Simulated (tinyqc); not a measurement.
Hubbard ring of 3 sites, step by step. One step of it, computed by the program tinyqc.

Task: The many-body Hamiltonian. Basis: all placements (u, d, 2, 0 on each site), up operators ordered before down ones; hops carry the sign of the same-spin electrons passed.

one-body matrix (hopping and site energies) (eV), lower triangle:
```
           1          2         3
1  -0.960000
2  -1.510000   0.450000
3  -1.510000  -1.510000  0.950000
```

U = 11.600000 eV

electrons, up and down: 1  1

Give: H.

Result:

H (eV), lower triangle:
```
         200      ud0      u0d      du0      020      0ud      d0u      0du
200   9.6800
ud0  -1.5100  -0.5100
u0d  -1.5100  -1.5100  -0.0100
du0  -1.5100   0.0000   0.0000  -0.5100
020   0.0000  -1.5100   0.0000  -1.5100  12.5000
0ud   0.0000   0.0000  -1.5100  -1.5100  -1.5100   1.4000
d0u  -1.5100   0.0000   0.0000  -1.5100   0.0000   0.0000  -0.0100
0du   0.0000  -1.5100   0.0000   0.0000  -1.5100   0.0000  -1.5100   1.4000
002   0.0000   0.0000  -1.5100   0.0000   0.0000  -1.5100  -1.5100  -1.5100

         002
002  13.5000
```
